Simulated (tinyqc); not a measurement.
Character of the line: straight dislocations in isotropic elasticity: fields, energies, partials, Peierls stress and walls. Computed by tinyqc, a small Python program. Command: `OMP_NUM_THREADS=1 python tinyqc.py 3028486 3028487 out.jsonl disloc walk`. One thread of a shared host (Intel(R) Xeon(R) Processor @ 2.30GHz), about 0.01 s of CPU time with the checks.

The line runs along z, the glide plane is y = 0, and beta is the angle between b and the line (0 screw, 90 degrees edge): b_e = b sin(beta) along +x with the extra half plane at y > 0, b_s = b cos(beta). Stress is positive in tension.

Inputs (values chosen for the exercise, for a model fcc or diamond crystal):
```
quantity                       value      unit
shear modulus G                 77.9       GPa
Poisson ratio nu               0.319         -
Burgers vector b               2.344  angstrom
stacking-fault energy gamma     63.3    mJ/m^2
dislocation density rho      3.4e+11     1/m^2
core radius r0/b                 0.5         -
```

Character: 30-degree.

Constants: 1 eV/angstrom^3 = 160.2176634 GPa.

Method:
- Energy factor K = G [cos^2(beta) + sin^2(beta)/(1 - nu)].
- E = K b^2/(4 pi) ln(R/r0) with R = 1/(2 sqrt(rho)); tension T = E + d^2E/d(beta)^2 = G b^2 [1 + nu - 3 nu sin^2(beta)]/(4 pi (1 - nu)) ln(R/r0). The core energy is taken into r0.
- Shockley partials have b_p = b/sqrt(3) at the angles beta -/+ 30 degrees; their repulsion balances the fault at d = G b_p^2/(8 pi gamma) (2 - nu)/(1 - nu) [1 - 2 nu cos(2 beta)/(2 - nu)].
- E = K b^2/(4 pi) ln(R/r0); T = G b^2 [1 + nu - 3 nu sin^2(beta)]/(4 pi (1 - nu)) ln(R/r0).

ln(R/r0) = 8.89789

From screw to edge:
```
beta (degrees)  K (GPa)  E (eV/nm)  T (eV/nm)  d (nm)
0                 77.90     18.916     36.637  1.3735
15                80.34     19.509     34.856  1.4860
30                87.02     21.131     29.991  1.7936
45                96.15     23.346     23.346  2.2136
60               105.27     25.561     16.700  2.6337
75               111.95     27.183     11.836  2.9412
90               114.39     27.776     10.055  3.0538
```

What follows from these numbers?

The edge costs 1/(1 - nu) = 1.468 times the screw in energy, yet its tension is only (1 - 2 nu)/(1 + nu) = 0.274 of the screw value, so loops under stress are elongated along b. The edge splits 2.22 times as widely, (2 + nu)/(2 - 3 nu), since there the larger, edge parts of the partials repel with the factor 1/(1 - nu) and the small screw parts attract, while in the screw the roles are exchanged.
